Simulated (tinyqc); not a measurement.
# From reading less true temperature back to error of the assumed emissivity

Model: rapid thermal processing of a wafer: radiative balance, ramp and cooling, pattern effects, pyrometer error and spike budget. Computed by tinyqc, a small Python program. Command: `OMP_NUM_THREADS=1 python tinyqc.py 3110132 3110133 out.jsonl rtp inv`. One thread of a shared host (Intel(R) Xeon(R) Processor @ 2.30GHz), about 0.05 s of CPU time with the checks.

The wafer is opaque and uniform through its thickness unless said otherwise; temperatures in formulas are in kelvin (C + 273.15). sigma = 5.670374419e-12 W/(cm^2 K^4).

Inputs (values chosen for the exercise, modelled on a hot silicon wafer):
```
quantity,value,unit
process temperature,985,C
starting temperature,500,C
pyrometer wavelength,3.8,micrometre
activation energy of the process E_a,4,eV
```

Constants: h = 6.62607015e-34 J s; c = 299792458 m/s; k_B = 1.380649e-23 J/K; k_B = 8.617333262e-05 eV/K.

Method. Signal proportional to eps/(exp(c2/(lambda T)) - 1), c2 = h c/k_B. If the assumed emissivity is too high by the given error, the reading T' solves (1 + error)/(exp(c2/(lambda T')) - 1) = 1/(exp(c2/(lambda T)) - 1). Wien estimate: T' - T = -lambda T^2 ln(1 + error)/c2. Process rates go as exp(-E_a/(k_B T)).

Task: A run gave the result below. Find the error of the assumed emissivity, known to lie between 4.3 and 10 %.

reading less true temperature = -31.35905 K

Result:

Each step takes the trial c = (a f_b - b f_a)/(f_b - f_a), f being the result less the target and a, b, c the logarithms of the listed values; c replaces end b, the old b replaces a if the sign of f changed, and otherwise f_a is halved.

Scan of the range:
```
error of the assumed emissivity (%),reading less true temperature (K)
4.30,-16.5304
4.95,-18.9358
5.70,-21.6822
6.56,-24.7939
7.55,-28.3274
8.69,-32.3333
10.00,-36.8559
```

False position (Illinois rule, in the logarithm of the input) inside the bracket:
```
step,end a,end b,trial,reading less true temperature (K)
1,7.55000,8.69000,8.39782,-31.3129
2,8.69000,8.39782,8.41081,-31.3584
3,8.69000,8.41081,8.41118,-31.3597
4,8.41081,8.41118,8.41100,-31.3590
```

Reading less true temperature falls at every point of a 13-point scan of the range (every second point is shown), so one value fits; it is bracketed by 7.55 and 8.69. Answer: error of the assumed emissivity = 8.411 %.

Caution: below about 600 C lightly doped silicon is partly transparent at this wavelength, so its emissivity is not yet the hot value early in the ramp.
